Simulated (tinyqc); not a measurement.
Inside a calculation. Method: RHF in the 6-31g basis, for H3+, spin multiplicity 1. One step of it, computed by the program tinyqc.

Problem. Iteration 3: DIIS coefficients. Solve [B -1; -1 0][c; lambda] = [0; -1] for the coefficients, which sum to one.

B (overlaps of the stored error matrices), lower triangle:
```
               1              2              3
1  8.4806738e-02
2  1.3610254e-02  2.2204058e-03
3  2.3976230e-05  7.6357697e-06  4.0716058e-07
```

Give: DIIS coefficients.

Solution.

DIIS coefficients: 0.018  -0.115  1.097
